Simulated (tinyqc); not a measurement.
Doping and voltage from widths and field.

Inverse problem. In the depletion approximation an abrupt p-n junction has a triangular field: peak E = q Nd xn/(eps0 eps_r) = q Na xp/(eps0 eps_r), W = xn + xp, and Vbi - V = E W/2. Find Nd, Na and Vbi - V.

Parameters, values chosen for the exercise: relative permittivity eps_r = 12.7.

Constants: q = 1.602176634e-19 C, eps0 = 8.8541878128e-14 F/cm where lengths are in cm. Results are converted to the units shown.

W = 1101.7632 nm
peak field = 37.477371 kV/cm
xn = 1052.1343 nm

Solution. Gauss's law on each side gives its doping from the peak field and its width; the voltage is the area of the triangle.

Nd = 2.50e15 cm^-3
Na = 5.30e16 cm^-3
Vbi - V = 2.06 V

Numbers from tinyqc (`OMP_NUM_THREADS=1 python tinyqc.py 2000040 2000041 out.jsonl`; about 0.02 s on one thread of a shared Intel Xeon 2.30GHz).
